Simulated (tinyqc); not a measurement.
Inside a calculation. Model: potential-pH (Pourbaix) lines of a metal, its cation, its oxide and an oxyanion, with a complexing ligand. Computed by tinyqc, a small Python program that keeps every step. Command: `OMP_NUM_THREADS=1 python tinyqc.py 3007663 3007664 out.jsonl pourb walk`. One thread of a shared host (Intel(R) Xeon(R) Processor @ 2.30GHz), about 0.01 s of CPU time with the checks. Intermediate numbers are printed to about 6 digits and carried at full precision; extremes and crossings named in words are read from the listed rows.

Potentials are against the standard hydrogen electrode; solids and water have unit activity; dG_f of M, H+ and the electron is zero; F = e N_A and s = R T ln(10)/F. The cation carries z = 2.

Inputs (values chosen for the exercise, modelled on iron): dG_f of the cation = -78.58 kJ/mol; dG_f of the oxide = -249.88 kJ/mol; dG_f of the oxyanion = -316.89 kJ/mol; dG_f of water = -237.14 kJ/mol; temperature T = 298.15 K; log10 of the dissolved activity a = -5; pH = 11; potential E = -0.21 V; log10 of the stability constant beta of ML = 10; pKa of HL = 7.5; total ligand c_L = 0.033 mol/L; limiting current density i_L = 3.2e-05 A/cm^2; molar volume V_m = 7.09 cm^3/mol.

Species: M, M2+, MO, MO2(2-).

exchange current densities, metal and cathodic (A/cm^2): [3.3e-07, 6.2e-12]

Tafel slopes, anodic and cathodic (mV/decade): [50, 115]

Constants: R = 8.314462618 J/(mol K); e = 1.602176634e-19 C; N_A = 6.02214076e+23 1/mol.

## Standard potentials

M2+ + 2e = M; MO + 2H+ + 2e = M + H2O; MO2(2-) + 4H+ + 2e = M + 2H2O. For each, E0 = -dG/(z F), and E = E0 + (s/z) log10 a - (s n_H/z) pH, with no activity term for the oxide.

s = 0.0591593 V

E0 (V): cation -0.407212, oxide -0.066020, oxyanion 0.815616

The metal is less noble than hydrogen.

## Vertical lines

Two oxidised species coexist where their lines against the metal cross: pH1 (cation/oxide) = [E0(oxide) - E0(cation)]/s - (log10 a)/z; pH2 (oxide/oxyanion) = {[E0(oxyanion) - E0(oxide)]/s + (log10 a)/z}/(4/z - 1).

pH1 = 8.26733

pH2 = 12.4027

width of the oxide field, pH2 - pH1 = 4.13541

The oxide is stable from pH 8.27 to 12.40; each decade less of dissolved metal narrows this field by 1.00 pH units.

## The stable species at (pH, E)

The metal is stable below the lowest of the three lines; above it, the species of the lowest line is stable. Water lines at 1 bar: hydrogen E = -s pH, oxygen E = -dG_f(water)/(2F) - s pH.

lines at this pH (V): cation -0.555111, oxide -0.716773, oxyanion -0.633788

upper limit of immunity = -0.716773 V

hydrogen line = -0.650753 V

oxygen line = 0.578139 V

E above the limit of immunity = 0.506773 V

Stable here: the oxide (passivity, if the film is dense). Water itself can oxidise the metal at this pH. Caution: other oxidation states, hydroxides and hydrides are left out, and the lines say nothing of rates.

## A complexing ligand

The free ligand is c_L/(1 + 10^(pKa - pH)) (ligand in excess); dissolved metal is a in all, so the free cation is a/alpha, alpha = 1 + beta [L]; the cation line drops by (s/z) log10 alpha.

free ligand = 0.0329896 mol/L

log10 alpha = 8.51838

cation line with ligand = -0.807081 V

that line less the oxide line = -0.0903081 V

With the ligand the dissolved state lies below the oxide: the oxide dissolves at this pH, where it would be stable without.

## Mixed potential with oxygen reduction

Anodic i = i0a 10^((E - E_a)/b_a) with E_a the cation line with ligand; cathodic i = i0c 10^((E_c - E)/b_c) with E_c the oxygen line; supply caps the cathodic current, 1/i_c = 1/i(Tafel) + 1/i_L. E_corr makes the two currents equal. Without the cap it would be [b_c E_a + b_a E_c + b_a b_c log10(i0c/i0a)]/(b_a + b_c). Rate = i V_m/(z F). Films are left out.

E_corr without the cap = -0.552016 V

corrosion potential E_corr = -0.707750 V

corrosion current density = 3.19989e-05 A/cm^2

i/i_L = 0.999966

etch rate = 0.705410 nm/min

The current sits at the supply limit: stirring or more oxidant, not the ligand, sets the rate. Caution: E_corr lies below the hydrogen line, so hydrogen evolution, left out here, adds cathodic current.

## The diagram with and without ligand

The formulas are those given above.

Lines against the metal (V); the species with the lowest line is stable above it:
```
pH     cation      oxide   oxyanion  stable above  cation with ligand  stable above, ligand
0   -0.555111  -0.066020   0.667718        cation           -0.586413             dissolved
2   -0.555111  -0.184339   0.431080        cation           -0.644409             dissolved
4   -0.555111  -0.302658   0.194443        cation           -0.703553             dissolved
5   -0.555111  -0.361817   0.076124        cation           -0.733096             dissolved
6   -0.555111  -0.420976  -0.042194        cation           -0.762316             dissolved
7   -0.555111  -0.480136  -0.160513        cation           -0.788766             dissolved
8   -0.555111  -0.539295  -0.278832        cation           -0.803556             dissolved
9   -0.555111  -0.598455  -0.397150         oxide           -0.806685             dissolved
10  -0.555111  -0.657614  -0.515469         oxide           -0.807045             dissolved
12  -0.555111  -0.775933  -0.752107         oxide           -0.807085             dissolved
14  -0.555111  -0.894251  -0.988744      oxyanion           -0.807085              oxyanion
```

Without ligand the oxide holds 3 of the eleven rows (pH 9 to 12), with it 0. The ligand acts once beta [L] exceeds 1, from pH = pKa - log10(beta c_L) = -1.0 on, that is in all rows; its line then falls by at most s/z per pH unit and flattens beyond pKa, 0.252 V below the free cation at most. The oxide line falls faster, by s per pH unit.

Checks made by the program: the lines cross at pH1 and pH2 (relative difference below 1e-10).
